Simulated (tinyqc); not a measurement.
Inside a calculation. Method: Hubbard chain of 6 sites. One step of it, computed by the program tinyqc.

Task: Mean-field iteration 1. H(up) = T + U n(down), H(down) = T + U n(up); fill the lowest levels; n(new) = n + mixing (n(out) - n); E = tr T (rho up + rho down) + U sum n_up n_down of the output.

one-body matrix (hopping and site energies) (eV), order 1, 2, 3, 4, 5, 6:
$$\begin{pmatrix}
0.840000 & -0.970000 & 0.000000 & 0.000000 & 0.000000 & 0.000000 \\
-0.970000 & -0.040000 & -0.970000 & 0.000000 & 0.000000 & 0.000000 \\
0.000000 & -0.970000 & -0.160000 & -0.970000 & 0.000000 & 0.000000 \\
0.000000 & 0.000000 & -0.970000 & -0.140000 & -0.970000 & 0.000000 \\
0.000000 & 0.000000 & 0.000000 & -0.970000 & 0.910000 & -0.970000 \\
0.000000 & 0.000000 & 0.000000 & 0.000000 & -0.970000 & 0.510000
\end{pmatrix}$$

U = 4.300000 eV

electrons, up and down: [3, 3]

mixing = 0.500000

n(up) at the start (a guess, not normalised): 1 0.800000, 2 0.200000, 3 0.800000, 4 0.200000, 5 0.800000, 6 0.200000

n(down) at the start (a guess): 1 0.200000, 2 0.800000, 3 0.200000, 4 0.800000, 5 0.200000, 6 0.800000

Give: levels, up; levels, down; energy; n(up) after iteration 1; n(down) after iteration 1.

Result:

levels, up (eV): [0.0142, 1.0992, 1.4132, 3.6349, 4.1397, 4.5188]

levels, down (eV): [-0.0400, 0.4902, 1.1620, 3.7245, 4.5907, 4.8926]

energy = -0.1116 eV

n(up) after iteration 1: 1 0.8294, 2 0.1980, 3 0.8398, 4 0.1893, 5 0.7971, 6 0.1465

n(down) after iteration 1: 1 0.1265, 2 0.8376, 3 0.1721, 4 0.8438, 5 0.1559, 6 0.8641
